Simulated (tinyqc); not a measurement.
What an interlayer buys: scattering of inversion-layer electrons by surface optical phonons of the gate insulator (remote phonon scattering). Computed by tinyqc, a small Python program. Command: `OMP_NUM_THREADS=1 python tinyqc.py 3111942 3111943 out.jsonl sophonon walk`. One thread of a shared host (Intel(R) Xeon(R) Processor @ 2.30GHz), about 0.01 s of CPU time with the checks.

One subband with the Fang-Howard envelope; insulator and channel are half-spaces, the gate is far away, and an interlayer only moves the polar surface away by t (its own modes and its permittivity contrast are left out).

Inputs (values chosen for the exercise, modelled on AlN on germanium):
```
quantity                                   value        unit
static constant of the insulator eps_0s     9.06           -
intermediate constant eps_i                 7.45           -
optical constant eps_inf                    4.86           -
hbar omega_TO1                              79.8         meV
hbar omega_TO2                              86.7         meV
constant of the channel eps_s               16.2           -
in-plane mass m                            0.123         m_0
valleys g_v                                    4           -
sheet density n                          8.6e+12      1/cm^2
mean distance of the electrons z0 = 3/b      1.3          nm
interlayer thickness t                         0          nm
temperature T                                200           K
mobility from other processes                620  cm^2/(V s)
```

Screening by the channel electrons: none.

Constants: k_B = 8.617333262e-05 eV/K; hbar^2/(2 m_0) = 3.80998212 eV angstrom^2; e^2/(4 pi eps_0) = 14.39964548 eV angstrom; hbar = 6.582119569e-16 eV s; e = 1.602176634e-19 C; m_0 = 9.1093837015e-31 kg.

Method:
- eps(w) = eps_inf + (eps_0s - eps_i) w1^2/(w1^2 - w^2) + (eps_i - eps_inf) w2^2/(w2^2 - w^2). Surface modes solve eps(w) + eps_s = 0, a quadratic in w^2; the strength of a mode is g = 2/(w d eps/dw).
- Occupation N = 1/(exp(hbar w/(k_B T)) - 1).
- Density of states D = g_v m/(pi hbar^2); eta = E_F/(k_B T) = ln(exp(n/(D k_B T)) - 1); screening wave number q_s = e^2 D/(2 eps_0 eps_avg) x 1/(1 + exp(-eta)), eps_avg = (eps_s + eps_inf)/2; b = 3/z0.
- For a mode of strength g, without the occupation factor, Area x |M(q)|^2 = e^2 hbar w g/(2 eps_0 q) x (b/(b + q))^6 exp(-2 q t).
- Approximate momentum relaxation rate, taking tau v alike in the initial and final states: 1/tau = (m/(2 pi hbar^3)) sum over modes and over absorption (N, E' = E + hbar w) and emission (N + 1, E' = E - hbar w > 0) of [(1 - f(E'))/(1 - f(E))] int_0^(2 pi) Area |M(q)|^2 (1 - cos theta) d theta, q^2 = k^2 + k'^2 - 2 k k' cos theta, f the Fermi function; 48 midpoints in theta from 0 to pi.
- mu = (e/m) int tau E f (1 - f) dE/(k_B T int f dE), by 300 midpoints from 0 to (max(eta, 0) + 14) k_B T; Matthiessen sum with the other processes.

hbar omega_SO (meV): 1 81.2971, 2 93.2039

strengths g: 1 0.00075696, 2 0.00713814

occupations N: 1 0.00902200, 2 0.00450106

b = 2.30769 1/nm

q_s = 1.61011 1/nm

eta = 2.33556

Against the interlayer thickness:
```
t (nm)  remote-phonon mobility (cm^2/(V s))  total (cm^2/(V s))
0.0                              5.6565e+05              619.32
0.3                              9.0946e+05              619.58
0.6                              1.4286e+06              619.73
1.0                              2.5131e+06              619.85
1.5                              4.8026e+06              619.92
2.0                              8.6570e+06              619.96
3.0                              2.4522e+07              619.98
```

What does the comparison show, and why?

1 nm of interlayer raises the remote-phonon mobility by a factor 4.44, as exp(2 q t) with an effective q of 0.75 per nm; between 2 and 3 nm the effective q is 0.52. The total goes from 619 to 620 over the first nanometre.

Extremes, crossings and ranges named in words are read from the listed rows.
